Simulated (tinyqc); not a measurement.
Admittance spectroscopy and thermally stimulated current of one trap level in a depletion layer: one step, computed by the program tinyqc.

A Schottky junction on n-type material holds one donor-like electron trap; shallow donors are fully ionised and abrupt depletion edges are assumed.

Task: The capacitance step. With E_c - E_F = k_B T_p ln(N_c/N): lambda = sqrt(2 eps eps_0 (E_t - (E_c - E_F))/(e^2 N)); traps are empty and charged for x < x_t = w - lambda, and V_b = e (N w^2 + N_t x_t^2)/(2 eps eps_0). High frequency: C_hf = eps eps_0/w. Low frequency: C_lf = eps eps_0 (N + N_t)/(N w + N_t x_t).

Inputs (values chosen for the exercise, modelled on n-type silicon):
```
quantity                         value    unit
dielectric constant eps           11.6       -
shallow doping N               2.2e+15  1/cm^3
trap density N_t               1.7e+14  1/cm^3
trap depth E_t below the band    0.558      eV
band bending V_b                     1       V
```

E_c - E_F = k_B T_p ln(N_c/N) = 0.3827505 eV

Constants: eps_0 = 8.8541878128e-12 F/m; e = 1.602176634e-19 C.

Give: lambda; depletion width w; crossing point x_t; C_hf; C_lf; step (C_lf - C_hf)/C_hf; small-N_t estimate (N_t/N)(lambda/w).

Result:

lambda = 319.6 nm

depletion width w = 753.8 nm

crossing point x_t = 434.2 nm

C_hf = 13.63 nF/cm^2

C_lf = 14.05 nF/cm^2

step (C_lf - C_hf)/C_hf = 0.03136

small-N_t estimate (N_t/N)(lambda/w) = 0.03276

Reading N_t/N straight from the step would give 0.0314 against the true 0.0773: the factor lambda/w must be known.
